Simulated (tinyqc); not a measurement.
Inside a calculation: exchange-split free-electron bands and tunnelling magnetoresistance. Values are carried at full precision from step to step, so a last printed digit may differ when a step is redone from the rounded ones.

Majority and minority bands E = c k^2/m -/+ Dx/2, c = hbar^2/2m0, so k_up = sqrt(m (EF + Dx/2)/c), k_dn = sqrt(m (EF - Dx/2)/c); n_s = k_s^3/(6 pi^2), D_s = m k_s/(4 pi^2 c).

Constants: hbar^2/2m0 = 3.80998211 eV angstrom^2.

Parameters, chosen for this exercise: EF = 3.3 eV (Fermi energy above the mean band bottom); Dx = 3.84 eV (exchange splitting); m = 1.19 m0 (mass in the electrodes); mb = 0.96 m0 (mass in the barrier); phi = 0.53 eV (barrier height above EF); d = 8.3 angstrom (barrier thickness).

## The two Fermi spheres

Give k_s, n_s, D_s, the moment per electron (n_up - n_dn)/n and three polarisations: of D, of D v and of D v^2 (v proportional to k).

k_up, k_dn (1/angstrom): 1.2769  0.6565

n_up, n_dn (1/angstrom^3): 0.03516  0.00478

D_up, D_dn (1/(eV angstrom^3)): 0.01010  0.00519

moment per electron = 0.7607 muB

polarisations: D 0.3209, D v 0.5818, D v^2 0.7607

The three numbers differ although they describe one band structure: each probe (density of states, ballistic current, diffusive current) weights the velocity differently.

## Transmissions

Barrier: kappa = sqrt(mb phi/c), c = hbar^2/2m0. With a = k1/m, b = k2/m, w = kappa/mb, the transmission at normal incidence is T(k1, k2) = 4 a b w^2/[w^2 (a + b)^2 + (w^2 + a^2)(w^2 + b^2) sinh^2(kappa d)]. Parallel: G_P = T(up, up) + T(dn, dn); antiparallel: G_AP = 2 T(up, dn); TMR = (G_P - G_AP)/G_AP. Julliere: TMR = 2 P^2/(1 - P^2). Slonczewski factor: P_eff = P_k (w^2 - a_up a_dn)/(w^2 + a_up a_dn), P_k = (k_up - k_dn)/(k_up + k_dn).

Evaluate kappa and the three T.

kappa = 0.3654 1/angstrom
kappa d = 3.033

T: up-up 0.003689, dn-dn 0.008082, up-dn 0.005459

The minority channel transmits more, by a factor 2.19; the common factor exp(-2 kappa d) is 0.00232.

## Magnetoresistance

From the T, and from the Julliere formula with P_k and with P_eff.

TMR from T = 7.81 %
P_k = 0.3209
P_eff = -0.1947
Julliere with P_k = 22.95 %
Julliere with P_eff = 7.88 %

The interface factor is -0.607: it reverses the sign of the tunnelling polarisation. The plain Julliere value lies 15.1 points above the result and the one with P_eff 0.07 points from it. Symmetry filtering in crystalline barriers, which gives far larger values, is outside this model.

## Checks

- TMR of a thick barrier against the Julliere formula with P_eff: both 0.07878.

tinyqc: `OMP_NUM_THREADS=1 python tinyqc.py 1650316 1650317 out.jsonl`; about 0.01 s, one thread, shared Intel(R) Xeon(R) Processor @ 2.30GHz.
